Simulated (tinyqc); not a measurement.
Vibrations of a mass or spring defect in a linear chain. Changing the spring ratio k'/k at the defect. Computed by tinyqc, a small Python program. Command: `OMP_NUM_THREADS=1 python tinyqc.py 3010168 3010169 out.jsonl localmode sweep`. One thread of a shared host (Intel(R) Xeon(R) Processor @ 2.30GHz), about 0.03 s of CPU time with the checks.

A ring of N atoms with nearest-neighbour springs k and motion along the chain. Atom 1 is the defect, of mass M', and its two springs are k'. All other atoms have the mass M.

Inputs (values chosen for the exercise, for a model chain): spring constant k = 13.5 eV/angstrom^2; host mass M = 114 u; defect mass M' = 255 u.

Host: monatomic.

Constants: nu for 1 eV/(angstrom^2 u) = 15.6333042 THz.

Method:
- Host band: lambda from 0 to 4k/M.
- nu = 15.6333042 THz x sqrt(lambda), lambda in eV/(angstrom^2 u).
- D_ii = (sum of the two springs at i)/M_i, D_ij = -k_ij/sqrt(M_i M_j) for neighbours, closed into a ring.
- The same matrix for 120 atoms; amplitudes are the mass-weighted eigenvector, in size, relative to the defect, for the highest mode; its weight is the squared component of the normalised eigenvector on the defect.

One run for each value:
```
spring ratio k'/k at the defect,ratio to the top of the host band,weight of the highest mode on the defect,"highest frequency, long ring (THz)"
0.9,0.9999,2.1098e-06,10.759
1.2,0.9999,2.4198e-05,10.759
1.5,1.0059,8.8407e-02,10.823
2.1,1.1002,2.7157e-01,11.838
2.4,1.1557,3.0952e-01,12.435
```

Give the missing row, spring ratio k'/k at the defect = 1.8.

Computed row; columns: (1) spring ratio k'/k at the defect; (2) ratio to the top of the host band; (3) weight of the highest mode on the defect; (4) highest frequency, long ring (THz):
```
(1)     (2)         (3)     (4)
1.8  1.0471  2.0962e-01  11.267
```

Interpolating between the two neighbouring rows (linearly) misses most in weight of the highest mode on the defect, by 14 %. Over the rows, ratio to the top of the host band rises from 1.000 to 1.16; weight of the highest mode on the defect rises from 2.11e-6 to 0.310 (exponent d ln y / d ln x 8.5 between the first rows and 0.98 between the last); highest frequency, long ring (THz) rises from 10.8 to 12.4. A mode above the band (ratio over 1.0005) appears from k'/k = 1.5 on among these rows; stiffer springs raise its frequency further. Left out: 0.300, 0.600 (the highest mode does not move the defect).

Extremes, crossings and ranges named in words are read from the listed rows.
